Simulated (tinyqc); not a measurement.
# Two-junction solar cell, detailed-balance limit, step by step

tinyqc, about 0.01 s, one thread, Intel Xeon 2.30GHz (shared host): `OMP_NUM_THREADS=1 python tinyqc.py 2820036 2820037 out.jsonl` Printed values are rounded.

The top cell takes all photons above E1, the bottom cell those between E2 and E1. Each cell follows J = Jsc - J0 (exp(V/Vt) - 1) with J0 = q ge Phi(gap, T)/ERE; light emitted by one cell and absorbed by the other is left out. In series both carry one current; wired apart (four terminals) each works at its own maximum power point. Efficiencies are counted against Pin = fs X sigma Ts^4.

Values chosen for this exercise: cell temperature T = 300 K; temperature of the black-body sun Ts = 5760 K; share of the hemisphere filled by the sun fs = 2.16e-5; concentration X = 100; external radiative efficiency ERE = 1; number of faces that emit ge = 1; gap of the bottom cell E2 = 0.7 eV; gap of the top cell E1 = 1.48 eV.

Constants: q = 1.602176634e-19 C, kB = 1.380649e-23 J/K, h = 6.62607015e-34 J s, c = 299792458 m/s, Vt = kB T/q. Results are converted to the units shown.

## Photocurrents and dark currents

Photon flux above E from a black body at temperature T into a hemisphere: Phi(E, T) = A sum_k exp(-k E/th)[E^2 th/k + 2 E th^2/k^2 + 2 th^3/k^3], k = 1, 2, ..., with th = kB T/q in eV and A = 2 pi q^3/(h^3 c^2). J1 = q fs X Phi(E1, Ts), J2 = q fs X [Phi(E2, Ts) - Phi(E1, Ts)], J01 and J02 as above; sigma = 2 pi^5 kB^4/(15 h^3 c^2).

J1 = 3643.10 mA/cm^2
J2 = 3871.05 mA/cm^2
J01 = 1.27319e-19 mA/cm^2
J02 = 3.75725e-7 mA/cm^2
Pin = 13482.0 mW/cm^2

The top cell limits the series current; the other has 6.3 % more.

## The series curve

```
point,J (mA/cm^2)
0,0
1,1822
2,2914
3,3279
4,3425
5,3497
6,3570
7,3625
```

V1 = Vt ln((J1 - J)/J01 + 1), V2 = Vt ln((J2 - J)/J02 + 1), power J (V1 + V2).

```
point,V1 (V),V2 (V),power (mW/cm^2)
0,1.33676,0.596036,0
1,1.31883,0.579590,3458.93
2,1.29517,0.559910,5405.70
3,1.27722,0.547494,5983.23
4,1.26397,0.540174,6179.19
5,1.25361,0.535623,6256.96
6,1.23571,0.530010,6303.63
7,1.19963,0.524795,6251.04
```

Among these points the power is largest at J = 3570 mA/cm^2.

## Maximum power, in series and apart

In series V(J) = Vt [ln((J1 - J)/J01 + 1) + ln((J2 - J)/J02 + 1)], and J V(J) is largest where V = J Vt [1/(J1 - J + J01) + 1/(J2 - J + J02)]. Apart, each cell has (1 + v) exp(v) = 1 + Jsc/J0 at its maximum power point, v = Vmp/Vt.

series Jmp = 3579.06 mA/cm^2
series Vmp = 1.76151 V
series efficiency = 46.7626 %
top cell alone = 32.7214 %
bottom cell behind it = 14.1466 %

Wired apart the cells give 46.87 %; the series connection loses 0.11 points of that.
